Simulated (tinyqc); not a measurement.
Inside a calculation. Method: Hubbard chain of 2 sites. One step of it, computed by the program tinyqc.

Task: The many-body Hamiltonian. Basis: all placements (u, d, 2, 0 on each site), up operators ordered before down ones; hops carry the sign of the same-spin electrons passed.

one-body matrix (hopping and site energies) (eV):
```
,1,2
1,0.000000,-1.970000
2,-1.970000,0.000000
```

U = 11.200000 eV

electrons, up and down: 1  1

Give: H.

Result:

H (eV):
```
,20,ud,du,02
20,11.200,-1.970,-1.970,0.000
ud,-1.970,0.000,0.000,-1.970
du,-1.970,0.000,0.000,-1.970
02,0.000,-1.970,-1.970,11.200
```
